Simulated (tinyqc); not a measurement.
Phase-change memory cell, resistance drift and retention: two steps of the calculation.

The amorphous state follows Ra = R0 (t/t0)^nu exp[(q Ec/kB)(1/T - 1/(300 K))], with nu taken as independent of T. An intermediate level follows the logarithmic mixing rule ln R = (1 - fa) ln Rc + fa ln Ra with constant Rc. The time to lose the data by crystallisation is tr = tx exp[(q Ex/kB)(1/T - 1/Tx)]; 1 year = 3.15576e7 s. These are empirical laws.

Values chosen for this exercise; values of the order found in chalcogenide phase-change cells: resistance of the amorphous state at t0 and 300 K R0 = 11 Mohm; reference time t0 = 0.001 s; drift exponent nu = 0.055; activation energy of conduction Ec = 0.16 eV; activation energy of crystallisation Ex = 3.1 eV; temperature of a bake Tx = 473 K; time to crystallise in that bake tx = 49000 s; operating temperature T = 398 K; time of the read t = 86400 s; amorphous share of an intermediate level fa = 0.39; resistance of the crystalline state Rc = 13 kohm.

Constants: q = 1.602176634e-19 C, kB = 1.380649e-23 J/K. Results are converted to the units shown.

Task 1. Resistances at the read. Ra and the intermediate level as above; its effective drift exponent is fa nu.

Find: drift factor; temperature factor; Ra; intermediate level; effective exponent.

Result 1.

drift factor = 2.7322
temperature factor = 0.21785
Ra = 6.5473 Mohm
intermediate level = 0.14715 Mohm
effective exponent = 0.021450

Task 2. Retention. tr at T; the ten-year temperature solves tr = 10 years: 1/T10 = 1/Tx + (kB/(q Ex)) ln(10 years/tx).

Wanted: tr; T10; loss of tr per kelvin, q Ex/(kB T^2).

Result 2.

tr = 2602 years
T10 = 424.1 K
loss of tr per kelvin, q Ex/(kB T^2) = 22.71 %/K

T lies 26.1 K below T10, so ten years are met.

Program tinyqc, `OMP_NUM_THREADS=1 python tinyqc.py 2880124 2880125 out.jsonl`; Intel Xeon 2.30GHz, shared host, one thread, about 0.01 s.
